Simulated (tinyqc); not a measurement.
Inside a calculation. Method: coupled-perturbed Hartree-Fock on RHF in the sto-3g basis, for H4, spin multiplicity 1. Computed by tinyqc, a small Python program that keeps every step (integrals from PySCF). Settings: charge = 0, multiplicity = 1, basis = sto-3g, method = RHF, energy threshold = 1e-10, iteration cap = 54, orthogonalisation = canonical, start = Wolfsberg-Helmholz matrix, DIIS depth = 6. Command: `OMP_NUM_THREADS=1 python tinyqc.py 25385 25386 out.jsonl` (the two numbers bound the seeds that draw the settings). One thread of a shared host (Intel(R) Xeon(R) Processor @ 2.60GHz), about 0.1 s of CPU time with the checks. The early iterations of the SCF are left out here.

## One-electron integrals

Geometry (angstrom):
```
atom,x,y,z
H,0.000000,0.000000,0.000000
H,0.000000,0.000000,0.953000
H,0.000000,0.000000,2.145000
H,0.000000,0.000000,3.098000
```

Basis sto-3g: exponents (1/bohr^2) and contraction coefficients of normalised primitives:
```
element,l (shell),exponent,coefficient
H,s (1),3.425251,0.154329
H,s (1),0.623914,0.535328
H,s (1),0.168855,0.444635
```

Overlap, kinetic and nuclear-attraction integrals over the contracted functions; the nuclear repulsion is the sum of Za Zb / Rab.

nuclear repulsion = 2.21870875 hartree

overlap S:
```
,1H 1s,2H 1s,3H 1s,4H 1s
1H 1s,1.000000,0.524587,0.093523,0.014816
2H 1s,0.524587,1.000000,0.391070,0.093523
3H 1s,0.093523,0.391070,1.000000,0.524587
4H 1s,0.014816,0.093523,0.524587,1.000000
```

kinetic energy T (hartree):
```
,1H 1s,2H 1s,3H 1s,4H 1s
1H 1s,0.760032,0.129683,-0.011250,-0.005822
2H 1s,0.129683,0.760032,0.054623,-0.011250
3H 1s,-0.011250,0.054623,0.760032,0.129683
4H 1s,-0.005822,-0.011250,0.129683,0.760032
```

nuclear attraction V (hartree):
```
,1H 1s,2H 1s,3H 1s,4H 1s
1H 1s,-2.178838,-1.133190,-0.188479,-0.028587
2H 1s,-1.133190,-2.445575,-0.847194,-0.188479
3H 1s,-0.188479,-0.847194,-2.445575,-1.133190
4H 1s,-0.028587,-0.188479,-1.133190,-2.178838
```

core Hamiltonian H = T + V (hartree):
```
,1H 1s,2H 1s,3H 1s,4H 1s
1H 1s,-1.418806,-1.003507,-0.199729,-0.034410
2H 1s,-1.003507,-1.685544,-0.792572,-0.199729
3H 1s,-0.199729,-0.792572,-1.685544,-1.003507
4H 1s,-0.034410,-0.199729,-1.003507,-1.418806
```

## Two-electron integrals

Functions are numbered as in S; the eight-fold symmetry (ij|kl) = (ji|kl) = (kl|ij) leaves the list below.

Two-electron integrals (ij|kl) in chemists' order, unique and non-zero (hartree):
```
i,j,k,l,(ij|kl)
1,1,1,1,0.774606
2,1,1,1,0.331566
2,1,2,1,0.178346
2,2,1,1,0.493616
2,2,2,1,0.331566
2,2,2,2,0.774606
3,1,1,1,0.042192
3,1,2,1,0.025332
3,1,2,2,0.054269
3,1,3,1,0.004411
3,2,1,1,0.133408
3,2,2,1,0.091896
3,2,2,2,0.229685
3,2,3,1,0.019046
3,2,3,2,0.093344
3,3,1,1,0.246221
3,3,2,1,0.166208
3,3,2,2,0.420088
3,3,3,1,0.042192
3,3,3,2,0.229685
3,3,3,3,0.774606
4,1,1,1,0.005165
4,1,2,1,0.003293
4,1,2,2,0.007516
4,1,3,1,0.000641
4,1,3,2,0.002977
4,1,3,3,0.007516
4,1,4,1,0.000101
4,2,1,1,0.025381
4,2,2,1,0.017110
4,2,2,2,0.042192
4,2,3,1,0.003777
4,2,3,2,0.019046
4,2,3,3,0.054269
4,2,4,1,0.000641
4,2,4,2,0.004411
4,3,1,1,0.106539
4,3,2,1,0.068932
4,3,2,2,0.166208
4,3,3,1,0.017110
4,3,3,2,0.091896
4,3,3,3,0.331566
4,3,4,1,0.003293
4,3,4,2,0.025332
4,3,4,3,0.178346
4,4,1,1,0.170806
4,4,2,1,0.106539
4,4,2,2,0.246221
4,4,3,1,0.025381
4,4,3,2,0.133408
4,4,3,3,0.493616
4,4,4,1,0.005165
4,4,4,2,0.042192
4,4,4,3,0.331566
4,4,4,4,0.774606
```

## Orthogonalisation

S = U s U^T; canonical form X = U s^(-1/2), so that X^T S X = 1. Each column of U has its largest component positive (the first on a tie).

eigenvalues of S: 0.326730  0.556838  1.267384  1.849048

X:
```
,1,2,3,4
1H 1s,-0.677570,0.761373,0.525507,0.309576
2H 1s,1.034995,-0.564126,0.344029,0.417819
3H 1s,-1.034995,-0.564126,-0.344029,0.417819
4H 1s,0.677570,0.761373,-0.525507,0.309576
```

## Iteration 8 (converged): orbitals

converged F (hartree):
```
,1H 1s,2H 1s,3H 1s,4H 1s
1H 1s,-0.266852,-0.499856,-0.122765,-0.005389
2H 1s,-0.499856,-0.327728,-0.314516,-0.122765
3H 1s,-0.122765,-0.314516,-0.327728,-0.499856
4H 1s,-0.005389,-0.122765,-0.499856,-0.266852
```

Diagonalise F' = X^T F X, C = X C', fill 2 alpha and 2 beta electrons from the bottom; D = 2 C_occ C_occ^T. Each column has its largest component positive (the first on a tie).

F' = X^T F X (hartree):
```
,1,2,3,4
1,0.789409,0.000000,-0.057607,0.000000
2,0.000000,0.345285,0.000000,-0.004241
3,-0.057607,0.000000,-0.420234,0.000000
4,0.000000,-0.004241,0.000000,-0.598553
```

orbital energies (hartree): MO1 -0.598572, MO2 -0.422971, MO3 0.345304, MO4 0.792147

coefficients C:
```
,MO1,MO2,MO3,MO4
1H 1s,0.312994,0.492756,0.759974,-0.701748
2H 1s,0.415280,0.392764,-0.565998,1.017500
3H 1s,0.415280,-0.392764,-0.565998,-1.017500
4H 1s,0.312994,-0.492756,0.759974,0.701748
```

D after iteration 8:
```
,1H 1s,2H 1s,3H 1s,4H 1s
1H 1s,0.681547,0.647033,-0.127114,-0.289687
2H 1s,0.647033,0.653441,0.036387,-0.127114
3H 1s,-0.127114,0.036387,0.653441,0.647033
4H 1s,-0.289687,-0.127114,0.647033,0.681547
```

## Convergence

Stop when the energy changes by less than 1e-10 hartree and every element of the error matrix X^T (F D S - S D F) X is below 3e-06.

Course of the cycle:
```
iteration,E (hartree),change,largest element of the error matrix
1,-2.11690810,-,1.82e-01
2,-2.13715904,-2.03e-02,2.89e-02
3,-2.13787339,-7.14e-04,6.00e-03
4,-2.13792002,-4.66e-05,2.60e-05
5,-2.13792002,-5.63e-10,9.34e-06
6,-2.13792002,-5.25e-11,5.69e-06
7,-2.13792002,-1.50e-11,4.09e-06
8,-2.13792002,-1.60e-11,1.13e-08
```

PySCF RHF in the same basis = -2.13792002 hartree

Converged in 8 iterations.

## Integrals over molecular orbitals

(pq|rs) = sum C_ip C_jq C_kr C_ls (ij|kl), one index at a time.

one-electron integrals over orbitals h = C^T H C (hartree):
```
,1,2,3,4
1,-1.765052,0.000000,0.140434,0.000000
2,0.000000,-1.570035,0.000000,-0.119225
3,0.140434,0.000000,-1.196130,0.000000
4,0.000000,-0.119225,0.000000,-0.916811
```

Two-electron integrals over orbitals (pq|rs), unique and non-zero (hartree):
```
p,q,r,s,(pq|rs)
1,1,1,1,0.469479
2,1,2,1,0.179153
2,2,1,1,0.438077
2,2,2,2,0.450063
3,1,1,1,-0.063277
3,1,2,2,0.003630
3,1,3,1,0.108139
3,2,2,1,0.084418
3,2,3,2,0.117527
3,3,1,1,0.441897
3,3,2,2,0.441654
3,3,3,1,-0.009968
3,3,3,3,0.460754
4,1,2,1,0.032502
4,1,3,2,-0.066030
4,1,4,1,0.091870
4,2,1,1,0.070246
4,2,2,2,0.011234
4,2,3,1,-0.102184
4,2,3,3,0.009140
4,2,4,2,0.108112
4,3,2,1,-0.172174
4,3,3,2,-0.085941
4,3,4,1,-0.030110
4,3,4,3,0.184287
4,4,1,1,0.492133
4,4,2,2,0.462337
4,4,3,1,-0.067911
4,4,3,3,0.475778
4,4,4,2,0.077902
4,4,4,4,0.543225
```

## Response to a field: uncoupled start

dipole integrals <a|z|i> (bohr):
```
,i1,i2
a3,0.000000,-1.636015
a4,0.379266,0.000000
```

Field along z; U_ai = -mu_ai / (e_a - e_i), alpha = -4 sum U_ai mu_ai.

uncoupled U:
```
,i1,i2
a3,0.000000,2.129465
a4,-0.272712,0.000000
```

uncoupled polarisability = 14.349073 bohr^3

## Coupled step 1

U_ai = -(mu_ai + sum_bj [4 (ai|bj) - (ab|ij) - (aj|bi)] U_bj) / (e_a - e_i); alpha = -4 sum U_ai mu_ai.

U after step 1:
```
,i1,i2
a3,0.000000,2.379983
a4,-0.330845,0.000000
```

polarisability = 16.076666 bohr^3

## Coupled step 2

As before.

U after step 2:
```
,i1,i2
a3,0.000000,2.409802
a4,-0.341740,0.000000
```

polarisability = 16.288330 bohr^3

## Coupled polarisability

Repeat until U stops changing; compare with -d2E/dF2.

Course of the coupled iterations:
```
step,alpha (bohr^3)
0,14.349073
1,16.076666
2,16.288330
3,16.314810
4,16.318203
5,16.318649
6,16.318709
7,16.318718
8,16.318719
9,16.318719
10,16.318719
```

coupled polarisability = 16.318719 bohr^3

finite-field check, fields of +/-0.001 au = 16.318771 bohr^3
